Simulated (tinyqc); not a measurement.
# Gain factor and gap resistance from two string resistances

Problem. At small bit-line voltage each of the 64 cells has the resistance 1/(K x) at overdrive x (no mobility reduction) in series with a gap resistance Rg. Find K, Rg and the share of the gaps at the higher overdrive.

resistance of a string of 64 equal cells at overdrives of 3.4 and 7.8 V (kohm): [4936.2824, 2281.6821]

Solution. The resistance per cell is a straight line in 1/x with slope 1/K and intercept Rg.

K = 4.000 uA/V^2
Rg = 3.600 kohm
share of the gaps = 10.10 %

Numbers from tinyqc (`OMP_NUM_THREADS=1 python tinyqc.py 2142139 2142140 out.jsonl`; about 0.9 s on one thread of a shared Intel Xeon 2.30GHz).
